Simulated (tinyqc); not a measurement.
Sp3 tight binding, zinc-blende lattice, step by step. One step of it, computed by the program tinyqc.

Question. Levels at k. Diagonalise the Hermitian matrix.

H(k) at k (eV), order a s, a px, a py, a pz, c s, c px, c py, c pz:
$$\begin{pmatrix}
-18.780000 & 0.000000 & 0.000000 & 0.000000 & -1.184032-3.872565i & 1.273492+1.388909i & 2.188570+0.808182i & -1.526391-1.158788i \\
0.000000 & -8.760000 & 0.000000 & 0.000000 & -1.273492-1.388909i & 0.287038+0.938804i & -1.768731-1.342765i & 2.536042+0.936495i \\
0.000000 & 0.000000 & -8.760000 & 0.000000 & -2.188570-0.808182i & -1.768731-1.342765i & 0.287038+0.938804i & 1.475679+1.609421i \\
0.000000 & 0.000000 & 0.000000 & -8.760000 & 1.526391+1.158788i & 2.536042+0.936495i & 1.475679+1.609421i & 0.287038+0.938804i \\
-1.184032+3.872565i & -1.273492+1.388909i & -2.188570+0.808182i & 1.526391-1.158788i & -13.560000 & 0.000000 & 0.000000 & 0.000000 \\
1.273492-1.388909i & 0.287038-0.938804i & -1.768731+1.342765i & 2.536042-0.936495i & 0.000000 & -6.040000 & 0.000000 & 0.000000 \\
2.188570-0.808182i & -1.768731+1.342765i & 0.287038-0.938804i & 1.475679-1.609421i & 0.000000 & 0.000000 & -6.040000 & 0.000000 \\
-1.526391+1.158788i & 2.536042-0.936495i & 1.475679-1.609421i & 0.287038-0.938804i & 0.000000 & 0.000000 & 0.000000 & -6.040000
\end{pmatrix}$$

Give: eigenvalues; weights |c|^2 of the basis functions.

Answer.

eigenvalues (eV): [-21.7179, -14.8377, -11.1276, -10.9442, -7.8406, -4.0627, -3.7426, -2.4667]

weights |c|^2 of the basis functions, order a s, a px, a py, a pz, c s, c px, c py, c pz:
$$\begin{pmatrix}
0.7419 & 0.1055 & 0.0039 & 0.0039 & 0.1211 & 0.0046 & 0.0005 & 0.0186 \\
0.0016 & 0.1141 & 0.4523 & 0.0138 & 0.1050 & 0.0366 & 0.1513 & 0.1252 \\
0.0046 & 0.1280 & 0.0985 & 0.3061 & 0.1562 & 0.2096 & 0.0001 & 0.0970 \\
0.0022 & 0.1148 & 0.1230 & 0.3633 & 0.0771 & 0.0410 & 0.1617 & 0.1170 \\
0.2161 & 0.3959 & 0.0099 & 0.0097 & 0.3470 & 0.0021 & 0.0003 & 0.0191 \\
0.0087 & 0.0519 & 0.1950 & 0.0119 & 0.0723 & 0.0972 & 0.3379 & 0.2251 \\
0.0152 & 0.0426 & 0.0481 & 0.1363 & 0.0694 & 0.5054 & 0.0002 & 0.1827 \\
0.0097 & 0.0473 & 0.0693 & 0.1550 & 0.0519 & 0.1036 & 0.3479 & 0.2153
\end{pmatrix}$$
